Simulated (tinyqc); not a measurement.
Crystallisation kinetics and data retention of a phase-change cell: one step of the calculation.

Johnson-Mehl-Avrami-Kolmogorov law X = 1 - exp(-y^n), y = integral of k dt, k = (1/100 s) exp[-(Ec q/kB)(1/T - 1/T1)].

Question. Retention. At fixed T the state fails at t = (-ln(1 - Xf))^(1/n)/k; ten years are 3.15576e8 s.

Values chosen for this exercise; values of the order of Ge-Sb-Te and related chalcogenides:
- Ec = 1.91 eV (activation energy of crystallisation)
- T1 = 460 K (temperature at which the rate k is 1/(100 s))
- n = 4 (Avrami exponent)
- Xf = 0.5 (crystalline share at which the state is lost)
- T = 371 K (storage temperature)

Constants: q = 1.602176634e-19 C, kB = 1.380649e-23 J/K. Results are converted to the units shown.

Wanted: k; y at failure; time to fail; the same in years; temperature for ten years.

Answer.

k = 9.5501e-8 1/s
y at failure = 0.91244
time to fail = 9.5543e6 s
the same in years = 0.30276
temperature for ten years = 350.48 K

The cell misses ten years at 371 K.

Range of the model: One Arrhenius rate is assumed; incubation, growth from the boundary and the non-Arrhenius kinetics of the supercooled liquid are left out.

Program tinyqc, `OMP_NUM_THREADS=1 python tinyqc.py 2490134 2490135 out.jsonl`; Intel Xeon 2.30GHz, shared host, one thread, about 0.02 s.
